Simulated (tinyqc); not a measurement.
Valley splitting of a silicon quantum well in envelope theory: sweeps and comparisons. A value that a table varies takes the place of the one given here.

The well lies at 0 < z < L; U(z) = V0 [1/(1 + exp(z/w)) + 1/(1 + exp((L - z)/w))] - e F z, 1 mV/nm = 1e-4 eV/angstrom. The envelope psi solves -(c/ml) psi'' + U psi = E psi, c = hbar^2/2m0, by three-point differences on a grid of 0.1 angstrom from -40 to L + 40 angstrom. The two valleys at +/- k0 couple through D = C0 times the integral of exp(-i q z) U(z) psi^2, q = 2 k0 (2 pi/a), and split by Ev = 2|D|.

Random alloy: with Y(z) = Yw + (Yb - Yw) B(z), B the bracket in U, and in-plane density exp(-r^2/ad^2)/(pi ad^2), D gains a random complex part of variance sigma^2 = (C0^2/pi)(a^2 V0/(8 ad (Yb - Yw)))^2 (4/a) times the integral of psi^4 Y (1 - Y). Alone it gives a mean splitting sqrt(pi) sigma; together with the smooth part the rms splitting is 2 sqrt(|D|^2 + sigma^2).

Constants: hbar^2/2m0 = 3.80998211 eV angstrom^2.

Inputs chosen for the exercise (near those of a strained Si well in SiGe; not measured data):

| symbol | value | unit | meaning |
|---|---|---|---|
| L | 56 | angstrom | well width |
| V0 | 0.17 | eV | conduction offset |
| ml | 0.917 | m0 | mass along z |
| F | 8.6 | mV/nm | field pressing towards the upper interface |
| k0 | 0.837 | 2 pi/a | valley position |
| a | 5.431 | angstrom | lattice constant |
| C0 | 0.269 |  | Bloch overlap factor |
| Yb | 0.25 |  | Ge share of the barrier |
| Yw | 0.02 |  | Ge share of the well |
| ad | 130 | angstrom | dot radius |
| ws | (0.3, 0.6, 0.9, 1.5, 1.9, 3.2, 4.3) | angstrom | interface widths |
| Ls | (56, 57.4, 58.7, 60.1, 61.4, 62.8, 64.1, 65.5) | angstrom | widths in steps of one atomic layer, a/4, rounded to the grid |
| F2 | 1 | mV/nm | second field, zero or weak |
| w1 | 0.5 | angstrom | interface width for this table |
| w | 0.4 | angstrom | interface width parameter |

## Sharpness of the interface

The smooth part 2|D| and the disorder part against w, beside y/sinh(y) with y = pi q w. The 12 to 88 % width of the step is 4w.

Results:

| w (angstrom) | 4w (angstrom) | 2\|D\| (micro-eV) | y/sinh(y) | sqrt(pi) sigma (micro-eV) |
|---|---|---|---|---|
| 0.3 | 1.2 | 146.97 | 0.60 | 109.5 |
| 0.6 | 2.4 | 46.04 | 0.19 | 109.7 |
| 0.9 | 3.6 | 11.47 | 0.046 | 110.1 |
| 1.5 | 6.0 | 0.58 | 0.0020 | 111.1 |
| 1.9 | 7.6 | 0.07 | 0.00022 | 112.1 |
| 3.2 | 12.8 | 0.00 | 1.4e-07 | 117.0 |
| 4.3 | 17.2 | 0.00 | 2.3e-10 | 123.5 |

How do the results move?

The smooth part needs a Fourier component of U psi^2 at a wavelength of 3.24 angstrom; from the first row to the third it falls by a factor 12.8, while y/sinh(y) falls by 13.2 (the envelope near the step and the phase between the two interfaces change too). The disorder part goes from 109.5 to 123.5 micro-eV, growing as the electron overlaps more alloy. It takes over between w = 0.3 and 0.6 angstrom, that is a step 1.2 to 2.4 angstrom wide, with 1.36 angstrom to an atomic layer.

## Adding atomic layers

The smooth splitting Ev = 2|D| with w = w1, at the field F2 and at F.

Results:

| L (angstrom) | q L mod 2 pi | Ev at F2 (micro-eV) | Ev at F (micro-eV) |
|---|---|---|---|
| 56.0 | 1.64 | 12.9 | 70.5 |
| 57.4 | 4.35 | 44.0 | 76.7 |
| 58.7 | 0.59 | 14.9 | 70.6 |
| 60.1 | 3.30 | 34.2 | 73.5 |
| 61.4 | 5.81 | 28.2 | 72.2 |
| 62.8 | 2.24 | 18.7 | 70.8 |
| 64.1 | 4.76 | 32.8 | 72.5 |
| 65.5 | 1.19 | 8.09 | 70.1 |

What does this show, and why?

At F2 the splitting swings between 8.09 and 44 micro-eV, a ratio of 5.45, as the two interfaces add with the phase q L, which advances on average by 2.63 rad a layer. At F the ratio is 1.09, where in the first row psi^2 at the upper interface is 18.6 times that at the lower one: one interface dominates and the interference fades.

## What each parameter does

Orbital spacing, psi^2 at z = L, the smooth splitting and sigma; V0 is held fixed when Yw changes. Each row changes one parameter from the base and keeps the others.

Results:

| case | E2 - E1 (meV) | psi^2(L) (1e-3/angstrom) | 2\|D\| (micro-eV) | sigma (micro-eV) |
|---|---|---|---|---|
| base | 32.29 | 5.238 | 104.31 | 61.8 |
| ad = 170 angstrom | 32.29 | 5.238 | 104.31 | 47.3 |
| Yw = 0.05 | 32.29 | 5.238 | 104.31 | 110.1 |
| L = 62 angstrom | 29.35 | 5.076 | 103.17 | 61.0 |
| V0 = 0.213 eV | 33.13 | 4.189 | 103.78 | 77.6 |
| w = 0.28 angstrom | 32.24 | 5.288 | 156.20 | 61.8 |
| F = 12.9 mV/nm | 36.65 | 7.553 | 155.70 | 65.2 |
| k0 = 0.817 2 pi/a | 32.29 | 5.238 | 117.75 | 61.8 |
| C0 = 0.323 | 32.29 | 5.238 | 125.25 | 74.2 |

What can be read from the table?

The largest shifts from the base row, up to three for each result and ties (the steps differ in size, so this ranks the rows, not the parameters). E2 - E1 (meV): F +4.37, L -2.94, V0 +0.85; unchanged at the printed digits by ad, Yw, k0 and C0. psi^2(L) (1e-3/angstrom): F +2.316, V0 -1.049, L -0.162; unchanged at the printed digits by ad, Yw, k0 and C0. 2|D| (micro-eV): w +51.89, F +51.39, C0 +20.94; unchanged at the printed digits by ad and Yw. sigma (micro-eV): Yw +48.3, V0 +15.8, ad -14.5; unchanged at the printed digits by w and k0.

tinyqc: `OMP_NUM_THREADS=1 python tinyqc.py 1281479 1281480 out.jsonl`; about 0.1 s, one thread, shared Intel(R) Xeon(R) Processor @ 2.30GHz.
